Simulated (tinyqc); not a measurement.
Worked calculation: Hubbard ring of 5 sites. Computed by tinyqc, a small Python program that keeps every step. Settings: hopping = 0.77, U = 7.8, mixing = 1, iteration cap = 88. Command: `OMP_NUM_THREADS=1 python tinyqc.py 25532 25533 out.jsonl` (the two numbers bound the seeds that draw the settings). One thread of a shared host (Intel(R) Xeon(R) Processor @ 2.60GHz), about 0.2 s of CPU time with the checks. Later iterations appear only in the table of the cycle.

## Mean-field iteration 1

one-body matrix (hopping and site energies) (eV), lower triangle:
```
           1          2          3          4         5
1   0.000000
2  -0.770000   0.000000
3   0.000000  -0.770000   0.000000
4   0.000000   0.000000  -0.770000   0.000000
5  -0.770000   0.000000   0.000000  -0.770000  0.000000
```

U = 7.800000 eV

electrons, up and down: 2  2

mixing = 1

n(up) at the start (a guess, not normalised): 1 0.700000, 2 0.100000, 3 0.700000, 4 0.100000, 5 0.700000

n(down) at the start (a guess): 1 0.100000, 2 0.700000, 3 0.100000, 4 0.700000, 5 0.100000

H(up) = T + U n(down), H(down) = T + U n(up); fill the lowest levels; n(new) = n + mixing (n(out) - n); E = tr T (rho up + rho down) + U sum n_up n_down of the output.

levels, up (eV): -0.128428  0.579728  1.403828  5.606172  5.798700

levels, down (eV): 0.406904  0.673300  4.792424  5.730672  6.336700

energy = -1.342248 eV

n(up) after iteration 1: 1 0.491691, 2 0.030416, 3 0.955785, 4 0.030416, 5 0.491691

n(down) after iteration 1: 1 0.024400, 2 0.954075, 3 0.043050, 4 0.954075, 5 0.024400

## Mean-field iteration 2

As before.

levels, up (eV): -0.665326  0.188044  0.870100  7.532005  7.675176

levels, down (eV): -0.106506  0.105483  3.245413  4.736956  7.618653

energy = -1.441008 eV

n(up) after iteration 2: 1 0.495779, 2 0.014900, 3 0.978642, 4 0.014900, 5 0.495779

n(down) after iteration 2: 1 0.041519, 2 0.948877, 3 0.019208, 4 0.948877, 5 0.041519

## Convergence

Each step fills the lowest levels of T + U n(other spin) and sets n(new) = n + mixing (n(out) - n); stop when output and input agree to 1e-8.

Course of the cycle:

| iteration | E (eV) | largest \|n(out) - n(in)\| | mean \|n_up - n_down\| |
|---|---|---|---|
| 1 | -1.34224767 | 2.56e-01 | 0.738927 |
| 2 | -1.44100769 | 2.38e-02 | 0.747182 |
| 3 | -1.44176562 | 3.61e-03 | 0.750239 |
| 4 | -1.44177227 | 1.94e-04 | 0.750374 |
| 5 | -1.44177234 | 3.46e-05 | 0.750402 |
| 6 | -1.44177234 | 1.79e-06 | 0.750404 |
| 7 | -1.44177234 | 3.26e-07 | 0.750404 |
| 8 | -1.44177234 | 1.68e-08 | 0.750404 |
| 9 | -1.44177234 | 3.06e-09 | 0.750404 |

local moments n_up - n_down: 1 0.457129, 2 -0.938005, 3 0.961751, 4 -0.938005, 5 0.457129

Converged in 9 iterations. Before convergence this energy mixes input and output and is not variational, so it may rise towards its limit.

## Exact diagonalisation (100 states)

Lowest levels of the sector, and the double occupancy of the lowest state.

lowest levels (eV): -2.122456  -1.913516  -1.913516  -1.845817  -1.732660  -1.732660

double occupancy per site = 0.013650

The mean-field solution above lies 0.6807 eV above the exact energy.

## The lowest level by Lanczos steps

From a random start vector (not printed): a_j = <q_j|H|q_j>, b_j = norm of the remainder after orthogonalising; the Ritz value is the lowest eigenvalue of the tridiagonal matrix of a and b so far.

Lanczos:

| j | a_j (eV) | b_j (eV) | lowest Ritz value (eV) |
|---|---|---|---|
| 1 | 4.192401 | 4.492621 | 4.19240103 |
| 2 | 3.985580 | 4.762392 | -0.40482024 |
| 3 | 11.694368 | 4.208393 | -1.37507303 |
| 4 | 6.038735 | 4.441279 | -1.58124671 |
| 5 | 4.111411 | 2.979026 | -1.77911777 |
| 6 | 10.448510 | 5.160743 | -1.83126894 |
| 7 | 7.971522 | 5.493958 | -1.85048530 |
| 8 | 4.915281 | 2.536555 | -1.88058425 |
| 9 | 7.069183 | 4.736344 | -1.89127744 |
| 10 | 8.196364 | 6.132215 | -1.89658653 |
